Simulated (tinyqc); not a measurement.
# Tersoff bond-order potential, step by step

A worked calculation. Computed by tinyqc, a small Python program that keeps every step. Command: `OMP_NUM_THREADS=1 python tinyqc.py 3015184 3015185 out.jsonl tersoff walk`. One thread of a shared host (Intel(R) Xeon(R) Processor @ 2.30GHz), about 0.01 s of CPU time with the checks. Intermediate numbers are printed to about 6 digits and carried at full precision; extremes and crossings named in words are read from the listed rows.

E = (1/2) sum_(i, j != i) [A exp(-lambda r_ij) - b_ij B exp(-mu r_ij)], b_ij = (1 + (beta zeta_ij)^n)^(-1/(2n)), zeta_ij = sum_(k != i, j) g(theta_ijk), g = 1 + c^2/d^2 - c^2/(d^2 + (h - cos theta)^2), with theta at atom i. Only nearest neighbours count (cut-off function 1 for them, 0 beyond).

Inputs (values chosen for the exercise, modelled on germanium): A = 1769.7 eV; B = 422.45 eV; lambda = 2.4451 1/angstrom; mu = 1.7047 1/angstrom; beta = 8.86e-07; n = 0.7506; c = 107000; d = 15.44; h = -0.4371; bond length r_12 = 2.56 angstrom; bond length r_13 = 2.52 angstrom; angle theta at atom 1 = 137 degrees.

Constants: 1 eV/angstrom^3 = 160.2176634 GPa.

## An open trimer

Atom 1 binds atoms 2 and 3, which do not interact. b_12 = b_13 follow from zeta = g(theta); b_21 = b_31 = 1. E = sum over the two bonds of A exp(-lambda r) - (b + 1)/2 B exp(-mu r).

g(theta) = 17437.7

bond order b_12 = 0.971902

repulsive terms (eV): [3.38417, 3.73188]

attractive terms B exp(-mu r) (eV): [5.37651, 5.75591]

energy of the trimer = -3.85996 eV

g is least (g = 1) at cos theta = h, 115.9 degrees, wider than the tetrahedral 109.47.

## The diamond lattice

zeta = 3 g(cos theta = -1/3). With z equal bonds of order b, r = ln(lambda A/(mu b B))/(lambda - mu) and E per atom = -(z/2) b B exp(-mu r)(1 - mu/lambda). a0 = 4 r/sqrt3; B0 = phi''(r)/(3 a0) with phi'' = mu (lambda - mu) b B exp(-mu r), since b does not change under uniform scaling.

zeta = 6510.22

bond order b = 0.986338

bond length = 2.44050 angstrom

energy per atom of the diamond lattice = -3.93727 eV

lattice constant a0 = 5.63610 angstrom

bulk modulus B0 = 77.7537 GPa

## Elastic constants of the diamond lattice

Second derivatives of the energy per atom, volume V = a0^3/8: e_xx gives C11; e_xx = -e_yy gives 2 (C11 - C12); e_xy = e_yx = s/2 with a sublattice shift u_z gives C44 = (E_ss - E_su^2/E_uu)/V and Kleinman's parameter |E_su/E_uu|/(a0/4).

C11 = 147.513 GPa

C12 = 42.8740 GPa

C44 = 72.1309 GPa

Kleinman's parameter = 0.476073

## Unrelaxed vacancy

Each of the four neighbours loses one bond; its three other bonds now have zeta = 2 g, for the direction that starts at it. E_v = -E + 12 x (1/2)(b(3g) - b(2g)) B exp(-mu r), where -E is the pair-like cost.

b(2g) = 0.989877

unrelaxed vacancy energy E_v = 3.79729 eV

Stronger back bonds return 0.140 eV, so E_v is 96 % of the cohesive energy.

## Energy against coordination

Angles seen from one bond (cos theta: count): chain -1: 1; graphitic -1/2: 2; diamond -1/3: 3; square net 0: 2, -1: 1; simple cubic 0: 4, -1: 1; bcc 1/3: 3, -1/3: 3, -1: 1; fcc 1/2: 4, 0: 2, -1/2: 4, -1: 1.

Relaxed structures:
```
structure      z         zeta        b  r (angstrom)  E per atom (eV)  E per bond (eV)
dimer          1            0  1.00000       2.42192         -1.03007         -2.06013
chain          2  6.37486e+04  0.92969       2.52039         -1.61932         -1.61932
graphitic      3  1.59605e+03  0.99519       2.42843         -3.04139         -2.02759
diamond        4  6.51022e+03  0.98634       2.44050         -3.93727         -1.96864
square net     4  1.40668e+05  0.88100       2.59305         -2.71149         -1.35574
simple cubic   6  2.17587e+05  0.84370       2.65148         -3.52578         -1.17526
bcc            8  4.28103e+05  0.76911       2.77649         -3.46294         -0.86574
fcc           12  8.48903e+05  0.67414       2.95449         -3.36134         -0.56022
```

The lowest are diamond, simple cubic and bcc, the first two 0.411 eV apart. The bond order falls from 1 to 0.674 and the bond weakens from -2.06 to -0.56 eV, as b^(lambda/(lambda - mu)) with exponent 3.30. With the same z = 4 the square net lies 1.23 eV above diamond, from its angles alone. Caution: in bcc and other dense structures second neighbours can fall inside the usual cut-off; they are left out here.

Checks made by the program: (C11 + 2 C12)/3 against B0 (relative difference 2e-08).
